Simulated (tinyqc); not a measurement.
Van der Pauw, Hall and four-point-probe measurements on a doped layer: one step of the calculation.

A uniform n-type layer with sheet resistance Rs = 1/(q ns mu), point contacts, low field (mu B small).

Problem. Resistances and Hall voltage. Rs = 1/(q ns mu). For a rectangle with contacts at the corners, RA = (8 Rs/pi) sum_(k>=0) ln coth((2k + 1) pi a/(2 b)) with current along a short side b and voltage along the opposite one, RB the same with a and b exchanged; Hall voltage VH = rH B I/(q ns), negative for electrons.

Parameters, values chosen for the exercise: sheet density of the layer ns = 2.1e12 cm^-2; drift mobility mu = 710 cm^2/(V s); Hall factor rH = 1; magnetic field B = 0.55 T; current I = 1000 uA; side ratio a/b of a rectangular sample with corner contacts ar = 1.73.

Constants: q = 1.602176634e-19 C. Results are converted to the units shown.

Give: Rs; RA; RB; VH.

Solution.

Rs = 4186.1 ohm/square
RA = 92.987 ohm
RB = 3593.8 ohm
VH = -163.47 mV

RB/RA = 38.6; for a square both equal Rs ln 2/pi = 924 ohm.

Computed by the program tinyqc: `OMP_NUM_THREADS=1 python tinyqc.py 2850120 2850121 out.jsonl`, one thread of a shared Intel Xeon 2.30GHz, about 0.01 s for the whole run.
